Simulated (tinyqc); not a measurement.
Isotope shift of the local mode: vibrations of a mass or spring defect in a linear chain. Computed by tinyqc, a small Python program. Command: `OMP_NUM_THREADS=1 python tinyqc.py 3005801 3005802 out.jsonl localmode walk`. One thread of a shared host (Intel(R) Xeon(R) Processor @ 2.30GHz), about 0.01 s of CPU time with the checks.

A ring of N atoms with nearest-neighbour springs k and motion along the chain. Atom 1 is the defect, of mass M', and its two springs are k'. Odd sites are A (the defect replaces an A atom), even sites B.

Inputs (values chosen for the exercise, for a model chain): spring constant k = 3.69 eV/angstrom^2; mass M_A = 19.5 u; mass M_B = 8.19 u; defect mass M' = 9.37 u; spring ratio k'/k at the defect = 1.5; isotope mass step = 1 u.

Host: diatomic.

Constants: nu for 1 eV/(angstrom^2 u) = 15.6333042 THz.

Method:
- Host bands: lambda from 0 to 2k/M(heavy) and from 2k/M(light) to 2k (1/M_A + 1/M_B).
- nu = 15.6333042 THz x sqrt(lambda), lambda in eV/(angstrom^2 u).
- D_ii = (sum of the two springs at i)/M_i, D_ij = -k_ij/sqrt(M_i M_j) for neighbours, closed into a ring.
- The same matrix for 120 atoms; amplitudes are the mass-weighted eigenvector, in size, relative to the defect, for the highest mode; its weight is the squared component of the normalised eigenvector on the defect.
- Raise M' by the isotope step in the 120-atom ring. First order, good only for a step much smaller than M': Delta nu/nu = -(1/2) (weight on the defect) Delta M'/M'; a defect vibrating against fixed neighbours would give sqrt(M'/(M' + step)) - 1.

highest frequency, long ring = 22.5130 THz

weight of the highest mode on the defect = 0.492119

shift, exact = -2.3758 %

shift, first order = -2.6260 %

shift, fixed neighbours = -4.9438 %

What does the comparison show, and why?

The shift is 48 % of the fixed-neighbour value; all other atoms together carry 51 % of the kinetic energy of the mode.

Extremes, crossings and ranges named in words are read from the listed rows.
